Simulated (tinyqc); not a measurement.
RKS/PBE0 in the sto-3g basis, for H4, spin multiplicity 1, step by step. Computed by tinyqc, a small Python program that keeps every step (integrals from PySCF). Settings: charge = 0, multiplicity = 1, basis = sto-3g, energy threshold = 1e-10, iteration cap = 79, orthogonalisation = symmetric, start = Wolfsberg-Helmholz matrix, DIIS depth = 0, method = RKS, functional = pbe0, grid = [40, 50]. Command: `OMP_NUM_THREADS=1 python tinyqc.py 23314 23315 out.jsonl` (the two numbers bound the seeds that draw the settings). One thread of a shared host (Intel(R) Xeon(R) Processor @ 2.60GHz), about 1 s of CPU time with the checks. Later iterations appear only in the table of the cycle.

## One-electron integrals

Geometry (angstrom):
```
atom         x         y         z
H     0.000000  0.000000  0.000000
H     0.000000  0.000000  1.128000
H     0.000000  0.000000  3.338000
H     0.000000  0.000000  4.467000
```

Basis sto-3g: exponents (1/bohr^2) and contraction coefficients of normalised primitives:
```
element  l (shell)  exponent  coefficient
H            s (1)  3.425251     0.154329
H            s (1)  0.623914     0.535328
H            s (1)  0.168855     0.444635
```

Overlap, kinetic and nuclear-attraction integrals over the contracted functions; the nuclear repulsion is the sum of Za Zb / Rab.

nuclear repulsion = 1.61276727 hartree

overlap S, order 1H 1s, 2H 1s, 3H 1s, 4H 1s:
$$\begin{pmatrix}
1.000000 & 0.424418 & 0.008718 & 0.000510 \\
0.424418 & 1.000000 & 0.083617 & 0.008698 \\
0.008718 & 0.083617 & 1.000000 & 0.423883 \\
0.000510 & 0.008698 & 0.423883 & 1.000000
\end{pmatrix}$$

kinetic energy T (hartree), order 1H 1s, 2H 1s, 3H 1s, 4H 1s:
$$\begin{pmatrix}
0.760032 & 0.070455 & -0.004059 & -0.000427 \\
0.070455 & 0.760032 & -0.011439 & -0.004052 \\
-0.004059 & -0.011439 & 0.760032 & 0.070186 \\
-0.000427 & -0.004052 & 0.070186 & 0.760032
\end{pmatrix}$$

nuclear attraction V (hartree), order 1H 1s, 2H 1s, 3H 1s, 4H 1s:
$$\begin{pmatrix}
-1.964031 & -0.779592 & -0.012848 & -0.000703 \\
-0.779592 & -2.084938 & -0.126825 & -0.012818 \\
-0.012848 & -0.126825 & -2.084612 & -0.778317 \\
-0.000703 & -0.012818 & -0.778317 & -1.963610
\end{pmatrix}$$

core Hamiltonian H = T + V (hartree), order 1H 1s, 2H 1s, 3H 1s, 4H 1s:
$$\begin{pmatrix}
-1.203999 & -0.709136 & -0.016907 & -0.001130 \\
-0.709136 & -1.324906 & -0.138264 & -0.016870 \\
-0.016907 & -0.138264 & -1.324580 & -0.708131 \\
-0.001130 & -0.016870 & -0.708131 & -1.203578
\end{pmatrix}$$

## Two-electron integrals

Functions are numbered as in S; the eight-fold symmetry (ij|kl) = (ji|kl) = (kl|ij) leaves the list below.

Two-electron integrals (ij|kl) in chemists' order, unique and non-zero (hartree):
```
(11|11) 0.774606   (21|11) 0.254201   (21|21) 0.111707   (22|11) 0.438376
(22|21) 0.254201   (22|22) 0.774606   (31|11) 0.002839   (31|21) 0.001524
(31|22) 0.004441   (31|31) 0.000035   (32|11) 0.020552   (32|21) 0.011641
(32|22) 0.037090   (32|31) 0.000329   (32|32) 0.003493   (33|11) 0.158529
(33|21) 0.081606   (33|22) 0.239083   (33|31) 0.002839   (33|32) 0.037090
(33|33) 0.774606   (41|11) 0.000123   (41|21) 0.000068   (41|22) 0.000209
(41|31) 1.92e-06   (41|32) 0.000020   (41|33) 0.000209   (41|41) 1.18e-07
(42|11) 0.001693   (42|21) 0.000917   (42|22) 0.002832   (42|31) 0.000029
(42|32) 0.000328   (42|33) 0.004431   (42|41) 1.91e-06   (42|42) 0.000034
(43|11) 0.057715   (43|21) 0.028843   (43|22) 0.081489   (43|31) 0.000918
(43|32) 0.011623   (43|33) 0.253803   (43|41) 0.000068   (43|42) 0.001519
(43|43) 0.111397   (44|11) 0.118464   (44|21) 0.057780   (44|22) 0.158482
(44|31) 0.001696   (44|32) 0.020542   (44|33) 0.438082   (44|41) 0.000123
(44|42) 0.002832   (44|43) 0.253803   (44|44) 0.774606
```

## Orthogonalisation

S = U s U^T; symmetric (Loewdin) form X = U s^(-1/2) U^T, so that X^T S X = 1.

eigenvalues of S: [0.540420, 0.607216, 1.375451, 1.476913]

X, order 1H 1s, 2H 1s, 3H 1s, 4H 1s:
$$\begin{pmatrix}
1.078262 & -0.241057 & 0.011699 & -0.003070 \\
-0.241057 & 1.081524 & -0.050332 & 0.011688 \\
0.011699 & -0.050332 & 1.081295 & -0.240671 \\
-0.003070 & 0.011688 & -0.240671 & 1.078034
\end{pmatrix}$$

## Starting guess

The start is the generalised Wolfsberg-Helmholz matrix (K = 1.75) built on H; D = 2 C_occ C_occ^T.

D at the start, order 1H 1s, 2H 1s, 3H 1s, 4H 1s:
$$\begin{pmatrix}
0.564189 & 0.687397 & -0.040506 & -0.098137 \\
0.687397 & 0.848975 & 0.049168 & -0.040378 \\
-0.040506 & 0.049168 & 0.849587 & 0.687612 \\
-0.098137 & -0.040378 & 0.687612 & 0.564114
\end{pmatrix}$$

## Iteration 1: exchange-correlation on the grid

Becke grid with 40 radial and 50 angular points per atom, points of zero weight dropped. rho = sum D_ij phi_i phi_j; V_xc,ij = sum w v_xc phi_i phi_j plus the gradient terms; v_xc is d(rho eps)/d rho at fixed gradient. Exact exchange is left to K.

The 12 grid points with the largest w rho, of 7934 (bohr, atomic units):
```
x                  y         z         w       rho  |grad rho|^2     eps_xc       v_xc
-0.819408   0.000000  7.127314  0.048612  0.066185      0.011015  -0.273563  -0.348806
0.000000   -0.819408  7.127314  0.048612  0.066185      0.011015  -0.273563  -0.348806
0.819408    0.000000  7.127314  0.048612  0.066185      0.011015  -0.273563  -0.348806
0.000000    0.819408  7.127314  0.048612  0.066185      0.011015  -0.273563  -0.348806
0.000000    0.819408  1.312203  0.048565  0.066246      0.011032  -0.273637  -0.348912
-0.819408   0.000000  1.312203  0.048565  0.066246      0.011032  -0.273637  -0.348912
0.000000   -0.819408  1.312203  0.048565  0.066246      0.011032  -0.273637  -0.348912
0.819408    0.000000  1.312203  0.048565  0.066246      0.011032  -0.273637  -0.348912
0.000000   -0.940669  7.248575  0.058543  0.052600      0.007593  -0.255922  -0.322690
0.000000    0.940669  7.248575  0.058543  0.052600      0.007593  -0.255922  -0.322690
0.940669    0.000000  7.248575  0.058543  0.052600      0.007593  -0.255922  -0.322690
-0.940669   0.000000  7.248575  0.058543  0.052600      0.007593  -0.255922  -0.322690
```

electrons on the grid, sum of w rho = 4.000222

E_xc = sum of w rho eps_xc = -1.01852164 hartree

V_xc (hartree), order 1H 1s, 2H 1s, 3H 1s, 4H 1s:
$$\begin{pmatrix}
-0.318949 & -0.132391 & -0.001839 & -0.000092 \\
-0.132391 & -0.343695 & -0.017930 & -0.001834 \\
-0.001839 & -0.017930 & -0.343689 & -0.132184 \\
-0.000092 & -0.001834 & -0.132184 & -0.318875
\end{pmatrix}$$

## Iteration 1: building the Kohn-Sham matrix

J_ij = sum D_kl (ij|kl), K_ij = sum D_kl (ik|jl); F = H + J - 0.125 K + V_xc; E = tr D H + tr D J / 2 - 0.0625 tr D K + E_xc + E_nn.

Coulomb J (hartree), order 1H 1s, 2H 1s, 3H 1s, 4H 1s:
$$\begin{pmatrix}
1.441181 & 0.655326 & 0.012126 & 0.000682 \\
0.655326 & 1.662029 & 0.118459 & 0.012098 \\
0.012126 & 0.118459 & 1.661884 & 0.654327 \\
0.000682 & 0.012098 & 0.654327 & 1.440639
\end{pmatrix}$$

exchange K (hartree), order 1H 1s, 2H 1s, 3H 1s, 4H 1s:
$$\begin{pmatrix}
0.881257 & 0.737346 & 0.020661 & -0.010757 \\
0.737346 & 1.075854 & 0.089282 & 0.020641 \\
0.020661 & 0.089282 & 1.075707 & 0.736623 \\
-0.010757 & 0.020641 & 0.736623 & 0.880566
\end{pmatrix}$$

Kohn-Sham matrix F (hartree), order 1H 1s, 2H 1s, 3H 1s, 4H 1s:
$$\begin{pmatrix}
-0.191923 & -0.278369 & -0.009202 & 0.000804 \\
-0.278369 & -0.141053 & -0.048896 & -0.009187 \\
-0.009202 & -0.048896 & -0.140849 & -0.278066 \\
0.000804 & -0.009187 & -0.278066 & -0.191885
\end{pmatrix}$$

total energy of this density = -2.14748565 hartree

## Iteration 1: diagonalisation and new density

Diagonalise F' = X^T F X, C = X C', fill 2 alpha and 2 beta electrons from the bottom; D = 2 C_occ C_occ^T. Each column has its largest component positive (the first on a tie).

F' = X^T F X (hartree):
$$\begin{pmatrix}
-0.086604 & -0.254752 & 0.012843 & -0.002495 \\
-0.254752 & -0.026188 & -0.049815 & 0.012829 \\
0.012843 & -0.049815 & -0.026263 & -0.254411 \\
-0.002495 & 0.012829 & -0.254411 & -0.086846
\end{pmatrix}$$

orbital energies (hartree): MO1 -0.324465, MO2 -0.303117, MO3 0.159205, MO4 0.242477

coefficients C, order 1H 1s, 2H 1s, 3H 1s, 4H 1s:
$$\begin{pmatrix}
0.433593 & -0.476677 & 0.644684 & -0.624549 \\
0.393824 & -0.367161 & -0.633484 & 0.734347 \\
0.390831 & 0.370210 & -0.637568 & -0.730408 \\
0.429999 & 0.480326 & 0.647909 & 0.620344
\end{pmatrix}$$

D after iteration 1, order 1H 1s, 2H 1s, 3H 1s, 4H 1s:
$$\begin{pmatrix}
0.830449 & 0.691554 & -0.014019 & -0.085032 \\
0.691554 & 0.579811 & 0.035983 & -0.014026 \\
-0.014019 & 0.035983 & 0.579608 & 0.691757 \\
-0.085032 & -0.014026 & 0.691757 & 0.831226
\end{pmatrix}$$

## Iteration 2: exchange-correlation on the grid

As before.

The 12 grid points with the largest w rho, of 7934 (bohr, atomic units):
```
x                  y         z         w       rho  |grad rho|^2     eps_xc       v_xc
0.000000   -0.819408  7.621998  0.048541  0.065932      0.010836  -0.273227  -0.348504
-0.819408   0.000000  7.621998  0.048541  0.065932      0.010836  -0.273227  -0.348504
0.000000    0.819408  7.621998  0.048541  0.065932      0.010836  -0.273227  -0.348504
0.819408    0.000000  7.621998  0.048541  0.065932      0.010836  -0.273227  -0.348504
0.000000   -0.819408  0.819408  0.048495  0.065990      0.010852  -0.273298  -0.348608
-0.819408   0.000000  0.819408  0.048495  0.065990      0.010852  -0.273298  -0.348608
0.819408    0.000000  0.819408  0.048495  0.065990      0.010852  -0.273298  -0.348608
0.000000    0.819408  0.819408  0.048495  0.065990      0.010852  -0.273298  -0.348608
0.000000   -0.940669  7.500737  0.058437  0.052552      0.007541  -0.255831  -0.322681
0.940669    0.000000  7.500737  0.058437  0.052552      0.007541  -0.255831  -0.322681
-0.940669   0.000000  7.500737  0.058437  0.052552      0.007541  -0.255831  -0.322681
0.000000    0.940669  7.500737  0.058437  0.052552      0.007541  -0.255831  -0.322681
```

electrons on the grid, sum of w rho = 4.000197

E_xc = sum of w rho eps_xc = -1.01731818 hartree

V_xc (hartree), order 1H 1s, 2H 1s, 3H 1s, 4H 1s:
$$\begin{pmatrix}
-0.341510 & -0.132455 & -0.001722 & -0.000085 \\
-0.132455 & -0.321361 & -0.016451 & -0.001718 \\
-0.001722 & -0.016451 & -0.321277 & -0.132248 \\
-0.000085 & -0.001718 & -0.132248 & -0.341517
\end{pmatrix}$$

## Iteration 2: building the Kohn-Sham matrix

As before.

Coulomb J (hartree), order 1H 1s, 2H 1s, 3H 1s, 4H 1s:
$$\begin{pmatrix}
1.520569 & 0.648982 & 0.011388 & 0.000635 \\
0.648982 & 1.550241 & 0.109557 & 0.011361 \\
0.011388 & 0.109557 & 1.549825 & 0.648020 \\
0.000635 & 0.011361 & 0.648020 & 1.520442
\end{pmatrix}$$

exchange K (hartree), order 1H 1s, 2H 1s, 3H 1s, 4H 1s:
$$\begin{pmatrix}
1.059657 & 0.739231 & 0.022268 & -0.006948 \\
0.739231 & 0.898094 & 0.071736 & 0.022232 \\
0.022268 & 0.071736 & 0.897321 & 0.738508 \\
-0.006948 & 0.022232 & 0.738508 & 1.059609
\end{pmatrix}$$

Kohn-Sham matrix F (hartree), order 1H 1s, 2H 1s, 3H 1s, 4H 1s:
$$\begin{pmatrix}
-0.157397 & -0.285014 & -0.010025 & 0.000289 \\
-0.285014 & -0.208288 & -0.054124 & -0.010006 \\
-0.010025 & -0.054124 & -0.208196 & -0.284673 \\
0.000289 & -0.010006 & -0.284673 & -0.157104
\end{pmatrix}$$

total energy of this density = -2.15078932 hartree

## Iteration 2: diagonalisation and new density

As before.

F' = X^T F X (hartree):
$$\begin{pmatrix}
-0.046912 & -0.254380 & 0.012549 & -0.002999 \\
-0.254380 & -0.098988 & -0.048742 & 0.012540 \\
0.012549 & -0.048742 & -0.099179 & -0.254041 \\
-0.002999 & 0.012540 & -0.254041 & -0.046895
\end{pmatrix}$$

orbital energies (hartree): MO1 -0.345440, MO2 -0.313897, MO3 0.147712, MO4 0.219652

coefficients C, order 1H 1s, 2H 1s, 3H 1s, 4H 1s:
$$\begin{pmatrix}
0.357351 & -0.409016 & 0.689229 & -0.671471 \\
0.463388 & -0.441887 & -0.585215 & 0.691378 \\
0.460258 & 0.445625 & -0.588723 & -0.687589 \\
0.354192 & 0.411580 & 0.692909 & 0.667274
\end{pmatrix}$$

D after iteration 2, order 1H 1s, 2H 1s, 3H 1s, 4H 1s:
$$\begin{pmatrix}
0.589988 & 0.692663 & -0.035588 & -0.083544 \\
0.692663 & 0.819986 & 0.032724 & -0.035487 \\
-0.035588 & 0.032724 & 0.820838 & 0.692859 \\
-0.083544 & -0.035487 & 0.692859 & 0.589699
\end{pmatrix}$$

## Convergence

Stop when the energy changes by less than 1e-10 hartree and every element of the error matrix X^T (F D S - S D F) X is below 3e-06.

Course of the cycle:
```
iteration  E (hartree)     change  largest element of the error matrix
1          -2.14748565          -                             1.24e-01
2          -2.15078932  -3.30e-03                             1.12e-01
3          -2.15332282  -2.53e-03                             1.00e-01
4          -2.15533800  -2.02e-03                             9.00e-02
5          -2.15695111  -1.61e-03                             8.10e-02
6          -2.15824423  -1.29e-03                             7.28e-02
7          -2.15928523  -1.04e-03                             6.56e-02
8          -2.16012373  -8.38e-04                             5.90e-02
9          -2.16080118  -6.77e-04                             5.32e-02
10         -2.16134857  -5.47e-04                             4.79e-02
11         -2.16179186  -4.43e-04                             4.32e-02
12         -2.16215077  -3.59e-04                             3.89e-02
13         -2.16244187  -2.91e-04                             3.51e-02
14         -2.16267788  -2.36e-04                             3.16e-02
...                ...        ...                                  ...
66         -2.16369913  -4.98e-09                             1.46e-04
67         -2.16369913  -4.05e-09                             1.31e-04
68         -2.16369913  -3.29e-09                             1.19e-04
69         -2.16369914  -2.68e-09                             1.07e-04
70         -2.16369914  -2.18e-09                             9.64e-05
71         -2.16369914  -1.77e-09                             8.69e-05
72         -2.16369914  -1.44e-09                             7.84e-05
73         -2.16369914  -1.17e-09                             7.07e-05
74         -2.16369914  -9.52e-10                             6.37e-05
75         -2.16369914  -7.74e-10                             5.75e-05
76         -2.16369915  -6.30e-10                             5.18e-05
77         -2.16369915  -5.12e-10                             4.67e-05
78         -2.16369915  -4.16e-10                             4.21e-05
79         -2.16369915  -3.39e-10                             3.80e-05
```

PySCF RKS in the same basis, fine grid = -2.16369918 hartree

Not converged within the cap of 79 iterations: the residual falls steadily but slowly, by a factor of about 0.90 a step. Reruns (cap 100 unless said): DIIS 8: converged in 6; damping 0.5: converged in 29; level shift 0.5: converged in 15; atomic densities as start, DIIS 8: converged in 7; the original settings with a cap of 400: converged in 104.
